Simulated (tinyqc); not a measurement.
# Changing the electron mass m

Model: hydrogenic impurity: series, fields, screening, photoionisation and donor-acceptor pairs. Computed by tinyqc, a small Python program. Command: `OMP_NUM_THREADS=1 python tinyqc.py 3007571 3007572 out.jsonl hydrogenic sweep`. One thread of a shared host (Intel(R) Xeon(R) Processor @ 2.30GHz), about 0.01 s of CPU time with the checks.

One isotropic, parabolic band. Effective units: Ry* and a*, in which H = -nabla^2 - 2/r.

Inputs (values chosen for the exercise, modelled on InAs): dielectric constant eps = 15.4; donor density N = 4.7e+13 cm^-3.

Parts treated: screening and pairs.

Constants: Ry = 13.605693123 eV; a_0 = 0.529177210903 angstrom; h x 1 THz = 4.135667696 meV.

Method. Ry* = Ry m/eps^2, a* = a_0 eps/m; level n is bound by Ry*/n^2; <r> = (3/2) a* in 1s; lines 1s -> np at Ry* (1 - 1/n^2); 1 THz = 4.135667696 meV. Wigner-Seitz radius r_s = (3/(4 pi N))^(1/3); Mott criterion N_c^(1/3) a* = 0.26; overlap of two 1s orbitals at distance d: S = exp(-x)(1 + x + x^2/3), x = d/a*, with d = N^(-1/3).

One run for each value:

| electron mass m (m_0) | Ry* (meV) | a* (angstrom) | Mott density (cm^-3) | overlap S |
|---|---|---|---|---|
| 0.0063 | 0.361 | 1294 | 8.120e+12 | 5.485e-01 |
| 0.0094 | 0.539 | 867 | 2.697e+13 | 3.110e-01 |
| 0.0140 | 0.803 | 582 | 8.911e+13 | 1.140e-01 |
| 0.0210 | 1.205 | 388 | 3.008e+14 | 1.992e-02 |
| 0.0460 | 2.639 | 177 | 3.161e+15 | 1.582e-05 |
| 0.0680 | 3.901 | 120 | 1.021e+16 | 1.838e-08 |
| 0.1000 | 5.737 | 81 | 3.248e+16 | 7.186e-13 |

Give the missing row, electron mass m (m_0) = 0.0310.

Computed row:
```
electron mass m (m_0)  Ry* (meV)  a* (angstrom)  Mott density (cm^-3)  overlap S
0.0310                     1.778            263             9.675e+14  1.284e-03
```

Interpolating between the two neighbouring rows (the first column on a logarithmic scale, the others too where they are positive) misses most in overlap S, by 55 %. Over the rows, Ry* (meV) rises from 0.361 to 5.74 (exponent d ln y / d ln x about 1.00 throughout); a* (angstrom) falls from 1290 to 81.5 (exponent d ln y / d ln x about -1.00 throughout); Mott density (cm^-3) rises from 8.12e12 to 3.25e16 (exponent d ln y / d ln x about 3.0 throughout). The exponent of Ry* stays at 1: Ry* = Ry m/eps^2. The exponent of Mott density stays at 3: the Mott density goes as a*^-3.

Caution (rows 0.00630, 0.00940): N lies above the Mott density, where the levels of isolated donors have no meaning.
